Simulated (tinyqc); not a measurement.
# Ballistic conductance of a ribbon with a Dirac band by counting modes, step by step

Program tinyqc, `OMP_NUM_THREADS=1 python tinyqc.py 2740006 2740007 out.jsonl`; Intel Xeon 2.30GHz, shared host, one thread, about 0.05 s. Printed values are rounded.

Subband edges E_n = hbar v pi |n + al|/W for all integers n (the walls mix the two valleys, so no further valley factor enters); only conduction subbands count, the valence ones being far below Ef. Every mode transmits fully; spin gives the factor 2 in 2 q^2/h.

Values chosen for this exercise: temperature T = 77 K; Dirac velocity v = 8.6e5 m/s; offset of the transverse quantisation al = 0; Fermi energy above the Dirac point Ef = 0.191 eV; width W = 53 nm; highest subband edge listed Et = 0.239 eV.

Constants: q = 1.602176634e-19 C, kB = 1.380649e-23 J/K, hbar = 1.054571817e-34 J s, h = 6.62607015e-34 J s, Vt = kB T/q. Results are converted to the units shown.

## Subband edges and their occupation

List the edges below Et; each adds its degeneracy times f = 1/(1 + exp((E_n - Ef)/Vt)) to the thermal mode count.

```
mode  edge (eV)  degeneracy        f
0      0.000000           1  1.00000
-1     0.033554           1  1.00000
1      0.033554           1  1.00000
-2     0.067107           1  1.00000
2      0.067107           1  1.00000
-3     0.100661           1  1.00000
3      0.100661           1  1.00000
-4     0.134214           1  0.99981
4      0.134214           1  0.99981
-5     0.167768           1  0.97072
5      0.167768           1  0.97072
-6     0.201321           1  0.17430
6      0.201321           1  0.17430
-7     0.234875           1  0.00134
7      0.234875           1  0.00134
```

## Conductance and ballistic resistance

G = (2 q^2/h) M; at zero temperature M counts the edges below Ef, at T it is the sum of degeneracy times f. The smooth (Sharvin) count is 2 Ef W/(pi hbar v). The sum runs over the edges listed.

M at zero temperature = 11
M at T = 11.2923
G = 874.941 uS
resistance 1/G = 1.14293 kohm
smooth count = 11.3848

The smooth count is 0.82 % above M at T.
